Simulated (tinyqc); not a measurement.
Short-channel transistor, virtual-source model with series resistance: effect of the velocity at the virtual source on the on and off currents.

The current per gate width is the charge at the top of the source barrier (the virtual source) times its velocity times a saturation function; al and be are fitting constants of the model. Units: I in uA/um, Rs in ohm um, so I Rs = 1e-6 I Rs in volts; Q in uC/cm^2, so I = 1e-4 Q vx0 Fsat with vx0 in cm/s.

Intrinsic voltages Vg' = Vgs - I Rs, Vd' = Vds - 2 I Rs. n = n0 + nd Vd', VT = VT0 - dl Vd', Ff = 1/(1 + exp((Vg' - VT + al Vt/2)/(al Vt))), Q = Cinv n Vt ln(1 + exp((Vg' - VT + al Vt Ff)/(n Vt))), Vdsat = (vx0 L/mu)(1 - Ff) + Vt Ff, Fsat = u/(1 + u^be)^(1/be) with u = Vd'/Vdsat, and I = Q vx0 Fsat per width. I is solved self-consistently. Ion is I at Vgs = Vds = 0.7 V, Ioff at Vgs = 0, Vds = 0.7 V, and Rlin = Vds/I at Vgs = 0.7 V, Vds = 0.05 V.

Values chosen for this exercise:

| symbol | value | unit | meaning |
|---|---|---|---|
| T | 300 | K | temperature |
| Cinv | 2.68 | uF/cm^2 | inversion capacitance |
| mu | 1100 | cm^2/(V s) | apparent mobility |
| L | 45 | nm | channel length |
| VT0 | 0.49 | V | threshold at zero drain voltage |
| dl | 0.156 | V/V | drain-induced barrier lowering |
| n0 | 1.35 |  | subthreshold factor |
| nd | 0 | 1/V | growth of n with drain voltage |
| al | 3.5 |  | threshold shift (in units of Vt) from weak to strong inversion |
| be | 1.4 |  | sharpness of saturation |
| Rs | 150 | ohm um | series resistance of each contact |

Constants: q = 1.602176634e-19 C, kB = 1.380649e-23 J/K, Vt = kB T/q. Results are converted to the units shown.

Results:
```
vx0 (cm/s)  Ion (uA/um)  Ioff (nA/um)  log10(Ion/Ioff)  Rlin (ohm um)
5e6              340.22        10.646           4.5046         404.61
1e7              562.24        21.288           4.4218         383.55
1.4e7            690.66        29.797           4.3651         379.28
2e7              832.79        42.554           4.2916         376.54
2.8e7            964.19        59.553           4.2093         374.94
4e7              1091.9        85.024           4.1086         373.87
```

Estimate the missing row, vx0 = 7.1e6 cm/s.

Computed row:
```
vx0 (cm/s)  Ion (uA/um)  Ioff (nA/um)  log10(Ion/Ioff)  Rlin (ohm um)
7.1e6            443.98        15.116           4.4679         390.92
```

With this row back in the table: As vx0 goes from 5e6 to 4e7 cm/s, Ion rises from 340 to 1090 uA/um, Ioff rises from 10.6 to 85.0 nA/um and Rlin falls from 405 to 374 ohm um. Ion changes by a factor of 3.21 and Ioff by 7.99.

Numbers from tinyqc (`OMP_NUM_THREADS=1 python tinyqc.py 2380134 2380135 out.jsonl`; about 0.01 s on one thread of a shared Intel Xeon 2.30GHz).
